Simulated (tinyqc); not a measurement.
# Which input was changed?

Model: electron mobility of a polar semiconductor by Rode's iterative solution of the Boltzmann equation. Computed by tinyqc, a small Python program. Command: `OMP_NUM_THREADS=1 python tinyqc.py 3004662 3004663 out.jsonl rode which`. One thread of a shared host (Intel(R) Xeon(R) Processor @ 2.30GHz), about 0.1 s of CPU time with the checks.

The distribution is f(E) + e F l(E) (-df/dE) cos(theta) for a weak field F, theta counted from the force; l(E) is a mean free path. Elastic processes enter by their momentum rate, polar optical phonons by out- and in-scattering terms. One valley only: where upper valleys lie close, measured mobilities are lower. The density n is prescribed, even where a narrow-gap material would have more intrinsic carriers.

Inputs (values chosen for the exercise, modelled on CdS):
```
quantity                               value    unit
effective mass m                       0.195     m_0
static permittivity eps_s                8.7       -
high-frequency permittivity eps_inf      5.3       -
density rho                             4820  kg/m^3
sound velocity v_l                      4400     m/s
acoustic deformation potential D_A       7.6      eV
optical phonon energy hbar w            37.1     meV
piezoelectric coupling K                0.17       -
electron density n                   1.3e+16  1/cm^3
compensation ratio C                    0.68       -
temperature T                            250       K
grid points per phonon energy s            8       -
iteration cap                            200       -
```

Band: parabolic. Elastic processes: acoustic, piezoelectric, impurity.

Constants: k_B = 8.617333262e-05 eV/K; m_0 = 9.1093837015e-31 kg; e = 1.602176634e-19 C; hbar = 1.054571817e-34 J s; eps_0 = 8.8541878128e-12 F/m; k_B = 1.380649e-23 J/K; hbar = 6.582119569e-16 eV s.

Method:
- Parabolic band: E = hbar^2 k^2/(2 m), speed v = hbar k/m, states per spin, volume and energy g(E) = m k/(2 pi^2 hbar^2). Masses are multiplied by m_0 and all formulas are in SI units.
- The reduced Fermi level eta = E_F/(k_B T) solves n = 2 Z int g f dE with f = 1/(1 + exp(x - eta)) (Z = 1 unless valleys are given); screening length L_s = sqrt(eps_s eps_0 k_B T/(e^2 dn/deta)), dn/deta = 2 Z int g f (1 - f) dE.
- Integrals over x = E/(k_B T) use 160 Gauss-Legendre points in u = sqrt(x) from 0 to sqrt(max(eta, 0) + 32).
- N_I = n (1 + C)/(1 - C).
- Phonon occupation N_q = 1/(exp(hbar w/(k_B T)) - 1).
- Acoustic deformation potential (elastic, equipartition, absorption and emission together): 1/tau = 2 pi k_B T D_A^2 g(E)/(hbar rho v_l^2).
- Piezoelectric (elastic, unscreened, momentum relaxation): 1/tau = e^2 K^2 k_B T m (1 + 2 alpha E)/(2 pi eps_s eps_0 hbar^3 k), with alpha = 0 for a parabolic band.
- Singly charged impurities, momentum relaxation: 1/tau = N_I e^4 m (1 + 2 alpha E) Phi/(8 pi (eps_s eps_0)^2 hbar^3 k^3), with alpha = 0 for a parabolic band.
- Brooks-Herring: Phi = ln(1 + b) - b/(1 + b), b = 4 k^2 L_s^2.
- Polar optical, unscreened: W = e^2 w (1/eps_inf - 1/eps_s) m (1 + 2 alpha E') ln|(k + k')/(k - k')| / (4 pi eps_0 hbar^2 k), times N_q for absorption (E' = E + hbar w) and N_q + 1 for emission (E' = E - hbar w > 0), with alpha = 0 for a parabolic band; mean cosine of the angle <cos> = (k^2 + k'^2)/(2 k k') - 1/ln|(k + k')/(k - k')|.
- Energy grid E_j = (j + 1/2) hbar w/s, j = 0, 1, ..., up to (max(eta, 0) + 18) k_B T, so that E_j +/- hbar w are grid points; l = 0 beyond the grid; integrals are sums times the spacing.
- With f' = f(E'): out-scattering S_o = sum over absorption and emission of W (1 - f')/(1 - f); nu = sum of elastic rates; the in-scattering weights are c+ = W_abs <cos> (1 - f')/(1 - f) for E' = E + hbar w and c- likewise for emission.
- Iteration: l_new(E) = [v(E) + c+ l(E + hbar w) + c- l(E - hbar w)]/(nu + S_o), from l = 0.
- mu = e sum g v l f (1 - f) / (3 k_B T sum g f) over the grid; stop when mu changes by less than 1e-8 of itself.
- Self-energy RTA: l = v/(nu + S_o), the first iteration. Momentum RTA: l = v/(nu + S_o - c+ v(E + hbar w)/v - c- v(E - hbar w)/v), listed only where the denominator is positive on the whole grid. The polar-only value solves the same system with nu = 0; the elastic value takes l = v/nu.

Question. One of these inputs alone was changed, within the range given: effective mass m (0.0975 to 0.39); electron density n (6.5e+15 to 2.6e+16); temperature T (125 to 500); compensation ratio C (0.34 to 0.92). Which one, and to what value?

Results:
```
run     self-energy RTA mobility (cm^2/(V s))  mobility mu (cm^2/(V s))  elastic mobility (cm^2/(V s))
before                               231.0054                  342.5010                       1648.980
after                                186.3473                  293.0001                       1596.757
```

Answer.

Each candidate set to reproduce self-energy RTA mobility, and what it then gives:
```
candidate                        range searched  value needed  mobility mu (cm^2/(V s))  elastic mobility (cm^2/(V s))
effective mass m (m_0)           0.0975 to 0.39        0.2270                    276.44                         1303.7
electron density n (1/cm^3)  6.5e+15 to 2.6e+16  out of reach                         -                              -
temperature T (K)                    125 to 500         284.0                    293.00                         1596.8
compensation ratio C               0.34 to 0.92        0.8685                    266.85                         1027.9
```

Only temperature T fits every result: it went from 250 to 284 K. The next best candidate, effective mass m, misses one result by 18 %.
